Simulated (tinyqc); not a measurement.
# p-n diode with diffusion and depletion-layer recombination: two studies

Abrupt junction in the depletion approximation, low injection, full ionisation, neutral widths fixed, ohmic contact on the p side. Vj is the junction voltage; where a series resistance Rs is given, V = Vj + J Rs is the terminal voltage.

Inputs (values chosen for the exercise); band and dielectric values close to those of indium phosphide: temperature T = 273 K; band gap Eg = 1.33 eV; relative permittivity eps_r = 12.6; conduction-band density of states at T Nc = 4.96e17 cm^-3; valence-band density of states at T Nv = 9.38e18 cm^-3; acceptor density Na = 1.7e17 cm^-3; donor density Nd = 2.9e16 cm^-3; electron mobility in the p side mun = 2200 cm^2/(V s); hole mobility in the n side mup = 170 cm^2/(V s); electron lifetime tn = 3e-7 s; hole lifetime tp = 4e-9 s; neutral width of the p side wp = 55 um; neutral width of the n side wn = 1.4 um; recombination velocity at the n contact Sp = 1e7 cm/s; series resistance Rs = 0.0021 ohm cm^2; trap level above the intrinsic level Et = 0.01 eV; junction voltage at which recombination is evaluated Vj = 0.6 V.

Constants: q = 1.602176634e-19 C, kB = 1.380649e-23 J/K, Vt = kB T/q, eps0 = 8.8541878128e-14 F/cm where lengths are in cm. Results are converted to the units shown.

Each table varies one quantity; the others keep the values above.

## Currents and ideality against junction voltage

ni = sqrt(Nc Nv) exp(-Eg/(2 Vt)), Eg in volts; D = mu Vt; Ln = sqrt(Dn tn), Lp = sqrt(Dp tp); J0n = q ni^2 Dn coth(wp/Ln)/(Ln Na); J0p = (q ni^2 Dp/(Lp Nd)) (s + tanh(wn/Lp))/(1 + s tanh(wn/Lp)), s = Sp Lp/Dp. J_diff = (J0n + J0p)(exp(Vj/Vt) - 1). Vbi = Vt ln(Na Nd/ni^2), W = sqrt(2 eps0 eps_r (Vbi - Vj)(1/Na + 1/Nd)/q), xp = W Nd/(Na + Nd), xn = W Na/(Na + Nd); u(x) = q Na (x + xp)^2/(2 eps0 eps_r) for x < 0 and Vbi - Vj - q Nd (xn - x)^2/(2 eps0 eps_r) for x > 0; p = Na exp(-u/Vt), n = Nd exp((u - Vbi + Vj)/Vt); U = ni^2 (exp(Vj/Vt) - 1)/(tp (n + ni exp(Et/Vt)) + tn (p + ni exp(-Et/Vt))); J_scr = q times the integral of U from -xp to xn. J = J_diff + J_scr. Ideality = (1/Vt) dVj/d ln J or (1/Vt) dV/d ln J; last column ni^2 exp(Vj/Vt)/N^2.

Results:

| Vj (V) | J_diff (A/cm^2) | J_scr (A/cm^2) | J (A/cm^2) | V (V) | ideality against Vj | ideality against V | minority/doping, lighter side |
|---|---|---|---|---|---|---|---|
| 0.29 | 6.802e-14 | 1.675e-9 | 1.675e-9 | 0.2900 | 1.930 | 1.930 | 3.497e-16 |
| 0.38 | 3.119e-12 | 1.216e-8 | 1.216e-8 | 0.3800 | 1.927 | 1.927 | 1.604e-14 |
| 0.57 | 1.004e-8 | 8.265e-7 | 8.366e-7 | 0.5700 | 1.877 | 1.877 | 5.161e-11 |
| 0.66 | 4.603e-7 | 6.295e-6 | 6.755e-6 | 0.6600 | 1.765 | 1.765 | 2.367e-9 |
| 0.75 | 2.111e-5 | 4.990e-5 | 7.101e-5 | 0.7500 | 1.464 | 1.464 | 1.086e-7 |
| 0.84 | 9.683e-4 | 4.254e-4 | 0.001394 | 0.8400 | 1.150 | 1.150 | 4.979e-6 |
| 0.94 | 0.06793 | 0.005164 | 0.07310 | 0.9402 | 1.030 | 1.036 | 3.493e-4 |
| 1.03 | 3.116 | 0.03244 | 3.148 | 1.037 | 1.008 | 1.289 | 0.01602 |

Estimate the missing row, Vj = 0.48 V.

Computed row:

| Vj (V) | J_diff (A/cm^2) | J_scr (A/cm^2) | J (A/cm^2) | V (V) | ideality against Vj | ideality against V | minority/doping, lighter side |
|---|---|---|---|---|---|---|---|
| 0.48 | 2.189e-10 | 1.111e-7 | 1.113e-7 | 0.4800 | 1.911 | 1.911 | 1.125e-12 |

With this row back in the table: The ideality against Vj falls from 1.93 to 1.01. Diffusion overtakes recombination in the layer between Vj = 0.75 and 0.84 V. J_scr alone has an ideality of 1.93 between the first two rows and 2.08 between the last two. From Vj = 1.03 V the series resistance raises the terminal ideality by over a tenth; there J Rs = 0.28 Vt.

## Effect of the neutral width of the n side

Same model as above.

J = J_diff + J_scr.

The same in every row: J0n (A/cm^2) = 1.824e-20; J_scr (A/cm^2) = 1.621e-6.

Effect of the neutral width of the n side:

| wn (um) | J0p (A/cm^2) | J_diff (A/cm^2) | J_scr/J (%) | wn/Lp |
|---|---|---|---|---|
| 0.2 | 1.423e-18 | 1.719e-7 | 90.41 | 0.1581 |
| 0.6 | 5.123e-19 | 6.327e-8 | 96.24 | 0.4744 |
| 2 | 2.476e-19 | 3.170e-8 | 98.08 | 1.581 |
| 6 | 2.276e-19 | 2.932e-8 | 98.22 | 4.744 |
| 20 | 2.276e-19 | 2.932e-8 | 98.22 | 15.81 |
| 50 | 2.276e-19 | 2.932e-8 | 98.22 | 39.53 |
| 200 | 2.276e-19 | 2.932e-8 | 98.22 | 158.1 |
| 500 | 2.276e-19 | 2.932e-8 | 98.22 | 395.3 |

As wn goes from 0.2 to 500, J0p falls from 1.42e-18 to 2.28e-19 A/cm^2, J_scr stays at 1.62e-6 A/cm^2 and its share rises from 90.4 to 98.2 %. J0p goes as wn^(-0.93) between the first two rows and wn^(0.00) between the last two; Lp = 1.26 um divides the short base from the long one.

Program tinyqc, `OMP_NUM_THREADS=1 python tinyqc.py 2260006 2260007 out.jsonl`; Intel Xeon 2.30GHz, shared host, one thread, about 0.01 s.
